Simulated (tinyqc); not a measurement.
Pressure series at fixed power: global model of a low-pressure process discharge: electron temperature, density, ion flux and ion energy. Computed by tinyqc, a small Python program. Command: `OMP_NUM_THREADS=1 python tinyqc.py 3113809 3113810 out.jsonl plasma walk`. One thread of a shared host (Intel(R) Xeon(R) Processor @ 2.30GHz), about 0.01 s of CPU time with the checks.

Maxwellian electrons with temperature T_e in eV, one positive ion, no negative ions, uniform bulk density n; rate constants have the Arrhenius form.

Inputs (values chosen for the exercise, of the order of those of an inductive discharge in a simple atomic gas):
```
quantity                      value   unit
ion mass M                       32      u
ionisation prefactor K0     5.7e-14  m^3/s
ionisation energy E_iz         12.1     eV
excitation prefactor X0     1.5e-14  m^3/s
excitation energy E_ex         11.4     eV
elastic rate constant K_el  6.9e-14  m^3/s
ion-neutral cross section   8.6e-19    m^2
gas temperature T_g             500      K
radius R                        8.1     cm
height L                         11     cm
absorbed power P                110      W
```

Constants: k_B = 1.380649e-23 J/K; e = 1.602176634e-19 C; u = 1.6605390666e-27 kg; m_0 = 9.1093837015e-31 kg.

Method:
- n_g = p/(k_B T_g), lambda_i = 1/(n_g sigma), K_iz = K0 exp(-E_iz/T_e), h_L = 0.86/sqrt(3 + L/(2 lambda_i)), h_R = 0.8/sqrt(4 + R/lambda_i), A_eff = 2 pi R^2 h_L + 2 pi R L h_R and d_eff = pi R^2 L/A_eff follow p.
- Particle balance: K0 exp(-E_iz/T_e) n_g d_eff = u_B, u_B = sqrt(e T_e/M).
- E_c = E_iz + (X0 exp(-E_ex/T_e) E_ex + K_el (3 m_0/M) T_e)/K_iz; E_T = E_c + (5/2) T_e + (T_e/2) ln(M/(2 pi m_0)); n = P/(e u_B A_eff E_T); J = e h_L n u_B. Pressures without a root below 2 E_iz are left out.

Against pressure:
```
p (Pa)  T_e (eV)  E_c (eV)  E_T (eV)  n (1/cm^3)  J (mA/cm^2)
0.1       4.7351    15.582    49.049  9.6273e+10       2.6110
0.2       3.4635    15.779    40.259  1.4986e+11       3.1918
0.5       2.5403    16.070    34.025  2.5249e+11       3.7982
1.0       2.0970    16.331    31.153  3.7736e+11       4.1654
2.0       1.7759    16.650    29.202  5.7137e+11       4.4575
5.0       1.4707    17.271    27.666  9.9221e+11       4.7164
10.0      1.2998    18.134    27.321  1.4821e+12       4.7805
20.0      1.1641    19.941    28.169  2.1265e+12       4.6388
```

What does the comparison show, and why?

T_e falls from 4.74 to 1.16 eV, n changes by a factor 22.1 and J by 1.78; in J = P h_L/(A_eff E_T), E_T changes by a factor 0.57 and is least at 10 Pa, between wall losses at high T_e and excitation losses at low T_e.

Extremes, crossings and ranges named in words are read from the listed rows.
